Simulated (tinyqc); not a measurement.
What moves the results: tunnelling through a thin dielectric with one trap, as a tight-binding chain. A value that a table varies takes the place of the one given here.

Hopping -t everywhere, t = c/(m a^2), c = hbar^2/2m0; lead sites at 2t (band bottom 0), barrier sites 1 to N at 2t + phi, and site j has U besides. No voltage. Leads give S = -t exp(ika) on sites 1 and N, cos(ka) = 1 - E/(2t). T = (2 t sin(ka))^2 |G_1N|^2, G = (E - H - S)^-1. In the barrier cosh(q a) = 1 + (phi - E)/(2t).

Resonance: the lowest eigenvalue of H + S(E), iterated until its real part equals E (40 rounds from Eb = phi + 2t - sqrt(4t^2 + U^2), the level in an endless barrier). With v the normalised squared amplitudes of that state, Gamma_L = 2 t sin(ka) v_1, Gamma_R = 2 t sin(ka) v_N; Breit-Wigner T = Gamma_L Gamma_R/((E - Er)^2 + (Gamma_L + Gamma_R)^2/4).

Constants: hbar^2/2m0 = 3.80998211 eV angstrom^2.

Parameters, chosen for this exercise (barrier and mass of the size used for SiO2 on silicon; not measured data):

| symbol | value | unit | meaning |
|---|---|---|---|
| a | 2 | angstrom | site spacing |
| m | 0.4 | m0 | mass, the same in leads and barrier |
| phi | 3.17 | eV | conduction edge of the barrier above that of the leads |
| N | 7 |  | barrier sites |
| j | 5 |  | site of the trap |
| U | -5.57 | eV | extra energy on the trap site |
| E | 0.66 | eV | electron energy |

## Transmission around the level

Er = 0.58804 eV

widths (meV): left 0.89159, right 48.174

Energies Er + x (Gamma_L + Gamma_R).

T:

| x | E (eV) | chain | Breit-Wigner | no trap |
|---|---|---|---|---|
| -8.0 | 0.1955 | 5.70e-05 | 0.000278 | 3.91e-07 |
| -3.0 | 0.4408 | 0.00123 | 0.00193 | 1.38e-06 |
| -1.0 | 0.5390 | 0.0127 | 0.0143 | 2.02e-06 |
| -0.5 | 0.5635 | 0.0341 | 0.0357 | 2.22e-06 |
| 0.0 | 0.5880 | 0.0713 | 0.0714 | 2.42e-06 |
| 0.5 | 0.6126 | 0.0387 | 0.0357 | 2.65e-06 |
| 1.0 | 0.6371 | 0.0169 | 0.0143 | 2.89e-06 |
| 3.0 | 0.7352 | 0.00306 | 0.00193 | 4.04e-06 |
| 8.0 | 0.9806 | 0.000838 | 0.000278 | 8.90e-06 |

At Er the chain gives 0.0713, 2.94e+04 times the value without trap, and Breit-Wigner 0.0714. In the wings the single pole gives 4.87 times the chain value at x = -8 and 0.331 times at x = 8, because the widths and the level shift change with energy.

## Where a trap does most harm

The trap is moved through the barrier. The area under the resonance, 2 pi Gamma_L Gamma_R/(Gamma_L + Gamma_R), sets the current through it.

Against position:

| j | Er (eV) | Gamma_L (meV) | Gamma_R (meV) | peak | area (meV) |
|---|---|---|---|---|---|
| 3 | 0.5880 | 48.2 | 0.892 | 0.0714 | 5.50 |
| 4 | 0.5999 | 6.71 | 6.71 | 1.00 | 21.1 |
| 5 | 0.5880 | 0.892 | 48.2 | 0.0714 | 5.50 |

The area is largest at j = 4 (21.1 meV) and 3.84 times smaller at j = 3: the slower of the two steps limits the current, so traps in the middle carry most. Each site towards a lead multiplies its width by about 7.17, close to exp(2 q a) = 7.34 at Eb.

## Direct against trap-assisted paths

N odd, the trap in the middle, j = (N + 1)/2. Direct T is that without trap at the energy Er; area = 2 pi Gamma_L Gamma_R/(Gamma_L + Gamma_R). The exponents are the slopes of the logarithms between the last two rows, per angstrom.

Against thickness:

| N | N a (angstrom) | Er (eV) | direct T | area (meV) |
|---|---|---|---|---|
| 5 | 10.0 | 0.5715 | 0.000126 | 147 |
| 7 | 14.0 | 0.5999 | 2.53e-06 | 21.1 |
| 9 | 18.0 | 0.6035 | 4.76e-08 | 2.90 |
| 11 | 22.0 | 0.6040 | 8.87e-10 | 0.396 |
| 13 | 26.0 | 0.6040 | 1.65e-11 | 0.0540 |
| 15 | 30.0 | 0.6040 | 3.06e-13 | 0.00736 |
| 17 | 34.0 | 0.6040 | 5.70e-15 | 0.00100 |

exponents (1/angstrom): direct 0.9963, through the trap 0.4982

The direct path falls as exp(-0.996 d) and the path through a central trap as exp(-0.498 d), 2.00 times more slowly, since each step crosses half the layer. From 5 to 17 sites the first loses 10.3 decades and the second 5.2: in thicker layers even few traps rule the leakage. Inelastic capture with phonons is left out.

## What each parameter does

Resonance and log10 T at E. Each row changes one parameter from the base and keeps the others.

Results:

| case | Er (eV) | Gamma_L (meV) | Gamma_R (meV) | log10 T |
|---|---|---|---|---|
| base | 0.5880 | 0.8916 | 48.17 | -2.025 |
| m = 0.368 m0 | 0.7247 | 1.594 | 67.17 | -1.758 |
| phi = 3.27 eV | 0.6899 | 0.9340 | 50.44 | -1.542 |
| N = 8 | 0.6017 | 0.9190 | 6.741 | -2.655 |
| j = 4 | 0.5999 | 6.714 | 6.714 | -1.828 |
| U = -5.403 eV | 0.7158 | 1.119 | 55.13 | -1.854 |

The largest shifts from the base row, up to three for each result and ties (the steps differ in size, so this ranks the rows, not the parameters). Er (eV): m +0.1366, U +0.1278, phi +0.1018. Gamma_L (meV): j +5.82, m +0.703, U +0.227. Gamma_R (meV): j -41.5, N -41.4, m +19.0. log10 T: N -0.630, phi +0.483, m +0.267.

Program tinyqc; command `OMP_NUM_THREADS=1 python tinyqc.py 1480483 1480484 out.jsonl`; about 0.04 s on one thread of a shared Intel(R) Xeon(R) Processor @ 2.30GHz.
